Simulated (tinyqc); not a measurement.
# Changing the shear modulus G

Model: estimate of lattice thermal conductivity from elastic moduli (Slack, Klemens and Cahill formulas). Computed by tinyqc, a small Python program. Command: `OMP_NUM_THREADS=1 python tinyqc.py 3002095 3002096 out.jsonl slack sweep`. One thread of a shared host (Intel(R) Xeon(R) Processor @ 2.30GHz), about 0.01 s of CPU time with the checks.

An isotropic solid.

Inputs (values chosen for the exercise, for a model crystal):
```
quantity                              value        unit
bulk modulus B                          257         GPa
volume per atom V                      30.4  angstrom^3
mean atomic mass M                      161           u
atoms per primitive cell n                2           -
volume expansion coefficient alpha_V   9.61       ppm/K
temperature T                           700           K
disorder parameter Gamma               0.12           -
grain size d                            250          nm
```

Grueneisen parameter: from thermal expansion.

Constants: u = 1.6605390666e-27 kg; hbar = 1.054571817e-34 J s; k_B = 1.380649e-23 J/K; h = 6.62607015e-34 J s.

Method:
- rho = M/V; vL = sqrt((B + 4G/3)/rho), vT = sqrt(G/rho); v_m = [(vL^-3 + 2 vT^-3)/3]^(-1/3); Poisson ratio sigma = (3B - 2G)/(6B + 2G); Theta = hbar v_m (6 pi^2/V)^(1/3)/k_B.
- gamma = alpha_V B V/(3 k_B), with the classical heat capacity 3 k_B per atom.
- Slack, an estimate for T near or above Theta_a: kappa = A M Theta_a^3 delta n^(1/3)/(gamma^2 T) in W/(m K), with M in u, delta = V^(1/3) in angstrom, Theta_a = Theta n^(-1/3) and A = 2.43e-6/(1 - 0.514/gamma + 0.228/gamma^2).
- High-temperature forms with the classical heat capacity. Klemens: kappa/kappa_0 = arctan(u)/u, u^2 = pi^2 Theta V Gamma kappa_0/(h v_m^2). Grains: 1/kappa_poly = 1/kappa + 1/(C v_m d/3), C = 3 k_B/(n V), the acoustic branches alone.
- Cahill minimum: kappa_min = (pi/6)^(1/3) k_B V^(-2/3) sum over L, T, T of v (T/Theta_i)^2 int_0^(Theta_i/T) x^3 e^x/(e^x - 1)^2 dx, Theta_i = Theta v_i/v_m (64 Gauss-Legendre points).
- Its high-temperature limit is (1/2) (pi/6)^(1/3) k_B V^(-2/3) (vL + 2 vT).

One run for each value; columns: (1) shear modulus G (GPa); (2) Poisson ratio sigma; (3) Debye temperature Theta (K); (4) kappa of the perfect crystal (W/(m K)); (5) Grueneisen parameter gamma; (6) kappa_min (W/(m K)):
```
(1)       (2)    (3)    (4)    (5)    (6)
38.5   0.4287  226.8   4.97  1.813  0.567
77.1   0.3636  318.2  13.70  1.813  0.690
116.0  0.3038  387.2  24.70  1.813  0.788
154.0  0.2503  443.2  37.04  1.813  0.870
193.0  0.1997  493.3  51.10  1.813  0.944
231.0  0.1542  537.2  65.97  1.813  1.010
270.0  0.1110  578.4  82.35  1.813  1.072
308.0  0.0718  615.6  99.29  1.813  1.128
```

Over the rows, Poisson ratio sigma falls from 0.429 to 0.0718 (exponent d ln y / d ln x -0.24 between the first rows and -3.3 between the last); Debye temperature Theta (K) rises from 227 to 616 (exponent d ln y / d ln x about 0.48 throughout); kappa of the perfect crystal (W/(m K)) rises from 4.97 to 99.3 (exponent d ln y / d ln x about 1.4 throughout). The two transverse branches rule v_m, so Theta follows sqrt(G) closely and the Slack value about G^(3/2).

Extremes, crossings and ranges named in words are read from the listed rows.
